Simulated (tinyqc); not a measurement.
Ballistic transport through the one-dimensional subbands of a rectangular nanowire or nanosheet channel: one step, computed by the program tinyqc. Command: `OMP_NUM_THREADS=1 python tinyqc.py 3004192 3004193 out.jsonl wire walk`. One thread of a shared host (Intel(R) Xeon(R) Processor @ 2.30GHz), about 0.02 s of CPU time with the checks.

Hard walls, parabolic subbands, transport along x. Energies are counted from the bulk conduction band edge at the top of the barrier, which the gate pulls down by U; the source Fermi level lies at the bulk edge when U = 0.

Task: Subbands. E_pq = (hbar^2 pi^2/2)(p^2/(m_y b^2) + q^2/(m_z a^2)); valley pairs: (m_x, m_y, m_z) = (m_t, m_t, m_l), (m_t, m_l, m_t), (m_l, m_t, m_t), each with degeneracy g = 2; the 10 lowest subbands are kept.

Inputs (values chosen for the exercise, modelled on silicon):

| quantity | value | unit |
|---|---|---|
| light mass m_t | 0.18 | m_0 |
| heavy mass m_l | 0.918 | m_0 |
| height a | 3.7 | nm |
| width b | 6.2 | nm |

Valleys: silicon [100] wire.

Constants: hbar^2/(2 m_0) = 3.80998212 eV angstrom^2; k_B = 8.617333262e-05 eV/K.

Give: Subbands.

Result:

Subbands:

| valley axis | p | q | E (meV) | m_x (m_0) |
|---|---|---|---|---|
| z | 1 | 1 | 84.3 | 0.180 |
| y | 1 | 1 | 163.3 | 0.180 |
| z | 1 | 2 | 174.0 | 0.180 |
| y | 2 | 1 | 195.2 | 0.180 |
| x | 1 | 1 | 206.9 | 0.918 |
| z | 2 | 1 | 247.3 | 0.180 |
| y | 3 | 1 | 248.5 | 0.180 |
| y | 4 | 1 | 323.1 | 0.180 |
| z | 1 | 3 | 323.6 | 0.180 |
| z | 2 | 2 | 337.1 | 0.180 |
